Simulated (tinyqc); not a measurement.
Inside a calculation. Method: Pariser-Parr-Pople SCF with singles CI, for the molecule C=Cc1ccncc1Cl (SMILES; centres numbered as the heavy atoms are written). Computed by tinyqc, a small Python program that keeps every step. Settings: charge = 0, gamma = MN, start = core, damping = 0.3, iteration cap = 52, excitations kept = 4. Command: `OMP_NUM_THREADS=1 python tinyqc.py 23768 23769 out.jsonl` (the two numbers bound the seeds that draw the settings). One thread of a shared host (Intel(R) Xeon(R) Processor @ 2.60GHz), about 0.01 s of CPU time with the checks. Later iterations appear only in the table of the cycle.

## PPP integrals

Centres (angstrom, eV; a flat drawing with bonds scaled to 1.40 angstrom):
```
centre          x          y  core charge z          W   gamma_rr
1C      -2.756000  -0.226000              1  11.160000  11.130000
2C      -1.657000  -1.094000              1  11.160000  11.130000
3C      -0.357000  -0.577000              1  11.160000  11.130000
4C       0.742000  -1.445000              1  11.160000  11.130000
5C       2.043000  -0.927000              1  11.160000  11.130000
6N       2.245000   0.458000              1  14.100000  12.300000
7C       1.147000   1.326000              1  11.160000  11.130000
8C      -0.154000   0.809000              1  11.160000  11.130000
9Cl     -1.253000   1.677000              2  26.000000  13.000000
```

Resonance integrals (eV):
```
i  j       beta
1  2  -2.390000
2  3  -2.390000
3  4  -2.390000
4  5  -2.390000
5  6  -2.510000
6  7  -2.510000
7  8  -2.390000
8  9  -1.590000
8  3  -2.390000
```

Mataga-Nishimoto: gamma = 14.399645/(R + a), a = 2 x 14.399645/(gamma_rr + gamma_ss); H_rr = -W_r - sum_(s != r) z_s gamma_rs; H_rs = beta for bonds.

repulsion gamma_rs (eV), order 1C, 2C, 3C, 4C, 5C, 6N, 7C, 8C, 9Cl:
```
[[11.130000, 5.344671, 3.872631, 2.881032, 2.343808, 2.294134, 2.620967, 3.517205, 3.979492],
 [5.344671, 11.130000, 5.347462, 3.872631, 2.881349, 2.652608, 2.881277, 3.872198, 3.605498],
 [3.872631, 5.347462, 11.130000, 5.344671, 3.871752, 3.573597, 3.871553, 5.343977, 3.978832],
 [2.881032, 3.872631, 5.344671, 11.130000, 5.344883, 3.940660, 3.517076, 3.871573, 2.939609],
 [2.343808, 2.881349, 3.871752, 5.344883, 11.130000, 5.477616, 3.872541, 3.517377, 2.669551],
 [2.294134, 2.652608, 3.573597, 3.940660, 5.477616, 12.300000, 5.477616, 3.941108, 2.973518],
 [2.620967, 2.881277, 3.871553, 3.517076, 3.872541, 5.477616, 11.130000, 5.345617, 3.978861],
 [3.517205, 3.872198, 5.343977, 3.871573, 3.517377, 3.941108, 5.345617, 11.130000, 5.551257],
 [3.979492, 3.605498, 3.978832, 2.939609, 2.669551, 2.973518, 3.978861, 5.551257, 13.000000]]
```

core matrix H (eV), order 1C, 2C, 3C, 4C, 5C, 6N, 7C, 8C, 9Cl:
```
[[-41.993433, -2.390000, 0.000000, 0.000000, 0.000000, 0.000000, 0.000000, 0.000000, 0.000000],
 [-2.390000, -45.223194, -2.390000, 0.000000, 0.000000, 0.000000, 0.000000, 0.000000, 0.000000],
 [0.000000, -2.390000, -50.343306, -2.390000, 0.000000, 0.000000, 0.000000, -2.390000, 0.000000],
 [0.000000, 0.000000, -2.390000, -45.811745, -2.390000, 0.000000, 0.000000, 0.000000, 0.000000],
 [0.000000, 0.000000, 0.000000, -2.390000, -43.808427, -2.510000, 0.000000, 0.000000, 0.000000],
 [0.000000, 0.000000, 0.000000, 0.000000, -2.510000, -47.404376, -2.510000, 0.000000, 0.000000],
 [0.000000, 0.000000, 0.000000, 0.000000, 0.000000, -2.510000, -46.704370, -2.390000, 0.000000],
 [0.000000, 0.000000, -2.390000, 0.000000, 0.000000, 0.000000, -2.390000, -51.671570, -1.590000],
 [0.000000, 0.000000, 0.000000, 0.000000, 0.000000, 0.000000, 0.000000, -1.590000, -55.676619]]
```

## Starting guess

pi electrons, sum of z_r less the charge = 10

Orbitals of the core matrix H.

P at the start, order 1C, 2C, 3C, 4C, 5C, 6N, 7C, 8C, 9Cl:
```
[[0.200202, 0.425931, 0.182356, -0.273050, -0.166884, 0.090486, 0.114246, -0.146383, 0.024055],
 [0.425931, 0.958146, 0.643589, -0.420758, -0.304755, 0.149578, 0.173838, -0.280162, 0.040338],
 [0.182356, 0.643589, 1.453636, 0.508270, 0.083615, -0.091467, -0.129586, 0.234751, -0.034010],
 [-0.273050, -0.420758, 0.508270, 1.041556, 0.622089, 0.110036, -0.294919, -0.047253, 0.005272],
 [-0.166884, -0.304755, 0.083615, 0.622089, 0.552062, 0.508389, 0.087746, -0.133748, 0.024335],
 [0.090486, 0.149578, -0.091467, 0.110036, 0.508389, 1.263375, 0.763092, -0.195418, 0.025319],
 [0.114246, 0.173838, -0.129586, -0.294919, 0.087746, 0.763092, 0.776737, 0.457076, -0.064681],
 [-0.146383, -0.280162, 0.234751, -0.047253, -0.133748, -0.195418, 0.457076, 1.759304, 0.034671],
 [0.024055, 0.040338, -0.034010, 0.005272, 0.024335, 0.025319, -0.064681, 0.034671, 1.994983]]
```

## Iteration 1: Fock matrix

F_rr = H_rr + P_rr gamma_rr / 2 + sum_(s != r) P_ss gamma_rs; F_rs = H_rs - P_rs gamma_rs / 2; E = tr P (H + F) / 2 + core repulsion sum_(r<s) z_r z_s gamma_rs.

F (eV), order 1C, 2C, 3C, 4C, 5C, 6N, 7C, 8C, 9Cl:
```
[[-6.773250, -3.528230, -0.353099, 0.393333, 0.195572, -0.103793, -0.149718, 0.257429, -0.047864],
 [-3.528230, -5.829075, -4.110785, 0.814721, 0.439052, -0.198386, -0.250437, 0.542421, -0.072719],
 [-0.353099, -4.110785, -3.789294, -3.748269, -0.161868, 0.163433, 0.250849, -3.017252, 0.067659],
 [0.393333, 0.814721, -3.748269, -4.622125, -4.052497, -0.216807, 0.518627, 0.091472, -0.007749],
 [0.195572, 0.439052, -0.161868, -4.052497, -4.869034, -3.902379, -0.169900, 0.235221, -0.032482],
 [-0.103793, -0.198386, 0.163433, -0.216807, -3.902379, -7.190246, -4.599964, 0.385082, -0.037643],
 [-0.149718, -0.250437, 0.250849, 0.518627, -0.169900, -4.599964, -3.404874, -3.611678, 0.128679],
 [0.257429, 0.542421, -3.017252, 0.091472, 0.235221, 0.385082, -3.611678, -3.518397, -1.686233],
 [-0.047864, -0.072719, 0.067659, -0.007749, -0.032482, -0.037643, 0.128679, -1.686233, -11.525092]]
```

pi energy = -135.861712 eV

## Iteration 1: orbitals and new P

Diagonalise F (the basis is taken as orthonormal) and form P = 2 sum c c over the lowest orbitals; 0.3 of the old P is kept.

orbital energies (eV): [-12.853820, -11.878598, -11.279223, -9.091015, -7.162135, -3.580833, -0.299269, 0.925276, 3.698229]

P after iteration 1, order 1C, 2C, 3C, 4C, 5C, 6N, 7C, 8C, 9Cl:
```
[[0.817030, 0.723177, 0.065693, -0.252549, -0.053008, 0.168979, -0.032391, -0.317544, 0.067025],
 [0.723177, 0.945973, 0.546550, -0.135267, -0.168948, 0.037952, 0.075276, -0.044094, -0.011726],
 [0.065693, 0.546550, 1.121990, 0.562393, 0.063155, -0.203969, 0.017879, 0.467419, -0.067408],
 [-0.252549, -0.135267, 0.562393, 1.022176, 0.680594, 0.006451, -0.307239, -0.024826, 0.001235],
 [-0.053008, -0.168948, 0.063155, 0.680594, 0.809440, 0.570732, -0.041322, -0.272155, 0.052624],
 [0.168979, 0.037952, -0.203969, 0.006451, 0.570732, 1.256935, 0.709769, -0.066638, -0.004012],
 [-0.032391, 0.075276, 0.017879, -0.307239, -0.041322, 0.709769, 0.848561, 0.570613, -0.075180],
 [-0.317544, -0.044094, 0.467419, -0.024826, -0.272155, -0.066638, 0.570613, 1.198104, 0.124926],
 [0.067025, -0.011726, -0.067408, 0.001235, 0.052624, -0.004012, -0.075180, 0.124926, 1.979793]]
```

## Iteration 2: Fock matrix

As before.

F (eV), order 1C, 2C, 3C, 4C, 5C, 6N, 7C, 8C, 9Cl:
```
[[-6.003431, -4.322572, -0.127202, 0.363801, 0.062120, -0.193831, 0.042447, 0.558433, -0.133363],
 [-4.322572, -5.744985, -3.851328, 0.261920, 0.243399, -0.050336, -0.108445, 0.085370, 0.021139],
 [-0.127202, -3.851328, -5.222754, -3.892904, -0.122260, 0.364451, -0.034610, -3.638937, 0.134102],
 [0.363801, 0.261920, -3.892904, -5.387048, -4.208848, -0.012710, 0.540291, 0.048058, -0.001815],
 [0.062120, 0.243399, -0.122260, -4.208848, -5.185347, -4.073125, 0.080011, 0.478637, -0.070242],
 [-0.193831, -0.050336, 0.364451, -0.012710, -4.073125, -7.562272, -4.453921, 0.131314, 0.005964],
 [0.042447, -0.108445, -0.034610, 0.540291, 0.080011, -4.453921, -4.874678, -3.915140, 0.149566],
 [0.558433, 0.085370, -3.638937, 0.048058, 0.478637, 0.131314, -3.915140, -5.186910, -1.936747],
 [-0.133363, 0.021139, 0.134102, -0.001815, -0.070242, 0.005964, 0.149566, -1.936747, -12.751246]]
```

pi energy = -141.739777 eV

## Iteration 2: orbitals and new P

As before.

orbital energies (eV): [-13.961966, -12.946992, -11.907360, -9.833826, -9.010433, -2.483705, -0.586250, 0.166556, 2.645306]

P after iteration 2, order 1C, 2C, 3C, 4C, 5C, 6N, 7C, 8C, 9Cl:
```
[[0.949352, 0.842491, 0.036296, -0.239960, -0.029439, 0.181955, -0.056553, -0.316160, 0.075315],
 [0.842491, 0.971416, 0.472343, -0.051187, -0.104621, 0.015482, 0.021469, -0.003729, -0.021482],
 [0.036296, 0.472343, 1.021794, 0.586567, 0.054419, -0.253065, 0.057582, 0.557762, -0.088587],
 [-0.239960, -0.051187, 0.586567, 1.018056, 0.692066, -0.018004, -0.315180, -0.012808, -0.002059],
 [-0.029439, -0.104621, 0.054419, 0.692066, 0.882315, 0.602354, -0.074481, -0.309009, 0.066059],
 [0.181955, 0.015482, -0.253065, -0.018004, 0.602354, 1.240591, 0.684673, -0.037138, -0.010810],
 [-0.056553, 0.021469, 0.057582, -0.315180, -0.074481, 0.684673, 0.887528, 0.618287, -0.090042],
 [-0.316160, -0.003729, 0.557762, -0.012808, -0.309009, -0.037138, 0.618287, 1.056834, 0.159353],
 [0.075315, -0.021482, -0.088587, -0.002059, 0.066059, -0.010810, -0.090042, 0.159353, 1.972113]]
```

## Convergence

Stop when output and input P, before any damping, agree to 1e-7.

Course of the cycle:
```
iteration         E (eV)  largest |P(out) - P(in)|
1          -135.86171200                  8.81e-01
2          -141.73977667                  2.02e-01
3          -143.75968046                  6.92e-02
4          -144.43264252                  4.09e-02
5          -144.65373132                  2.44e-02
6          -144.72615873                  1.45e-02
7          -144.74994939                  8.53e-03
8          -144.75781283                  5.02e-03
9          -144.76043640                  3.01e-03
10         -144.76132305                  1.82e-03
11         -144.76162778                  1.10e-03
...                  ...                       ...
25         -144.76179695                  3.81e-06
26         -144.76179696                  2.63e-06
27         -144.76179696                  1.82e-06
28         -144.76179696                  1.26e-06
29         -144.76179696                  8.67e-07
30         -144.76179696                  5.99e-07
31         -144.76179696                  4.14e-07
32         -144.76179696                  2.86e-07
33         -144.76179696                  1.98e-07
34         -144.76179696                  1.37e-07
35         -144.76179696                  9.43e-08
```

Converged in 35 iterations.

## Converged orbitals

Charges are z - P_rr.

orbital energies (eV): [-14.517920, -13.328575, -12.157134, -10.145754, -9.712457, -2.041537, -0.752447, 0.154691, 2.371360]

coefficients, order 1C, 2C, 3C, 4C, 5C, 6N, 7C, 8C, 9Cl:
```
[[0.080214, -0.071370, 0.375707, -0.165300, 0.562395, 0.539326, 0.016686, -0.436958, 0.147038],
 [0.171415, -0.134293, 0.523526, -0.148830, 0.394943, -0.344612, -0.005965, 0.544304, -0.292083],
 [0.346337, -0.201481, 0.451791, 0.051447, -0.349028, -0.400850, -0.014075, -0.309338, 0.504287],
 [0.240964, -0.278882, 0.158156, 0.550507, -0.206091, 0.304685, -0.485816, -0.026522, -0.405046],
 [0.229082, -0.352359, -0.202627, 0.457949, 0.171312, 0.196415, 0.516799, 0.349219, 0.340041],
 [0.306947, -0.409587, -0.477090, -0.100644, 0.331458, -0.395368, -0.024631, -0.401627, -0.268674],
 [0.309495, -0.210642, -0.257001, -0.497150, -0.084471, 0.256561, -0.477723, 0.361883, 0.338375],
 [0.430319, 0.010966, 0.074624, -0.365830, -0.418292, 0.268743, 0.507545, -0.045628, -0.410402],
 [0.598760, 0.722560, -0.123875, 0.209725, 0.205238, -0.062573, -0.099805, 0.010332, 0.062916]]
```

pi charges: [0.007407, 0.000744, 0.021749, -0.012767, 0.086484, -0.219174, 0.079000, 0.000674, 0.035883]

## Singles CI, singlets

Over the 4 single excitations with the smallest orbital gaps: A = (e_a - e_i) delta + 2 (ia|jb) - (ij|ab), with (pq|rs) = sum c_mp c_mq gamma_mn c_nr c_ns. f = 2/3 w |mu|^2 in atomic units, mu = sqrt2 sum c_ia sum_m c_mi c_ma R_m.

singlet CI matrix (eV), order 5>6, 4>6, 5>7, 4>7:
```
[[4.834019, -0.200735, 0.013693, -0.203317],
 [-0.200735, 5.083907, 0.590570, -0.152379],
 [0.013693, 0.590570, 5.769452, 0.083508],
 [-0.203317, -0.152379, 0.083508, 6.449626]]
```

singlet excitation energies (eV): [4.563993, 4.969471, 6.115504, 6.488035]

oscillator strengths: [0.154405, 0.572151, 0.752832, 0.695802]

## Singles CI, triplets

Over the 4 single excitations with the smallest orbital gaps: A = (e_a - e_i) delta - (ij|ab), with (pq|rs) = sum c_mp c_mq gamma_mn c_nr c_ns.

triplet CI matrix (eV), order 5>6, 4>6, 5>7, 4>7:
```
[[2.602155, 0.237463, -0.181293, -0.225553],
 [0.237463, 3.750286, -0.225553, 0.204853],
 [-0.181293, -0.225553, 4.770789, -0.433431],
 [-0.225553, 0.204853, -0.433431, 3.712799]]
```

triplet excitation energies (eV): [2.476021, 3.605992, 3.755491, 4.998525]
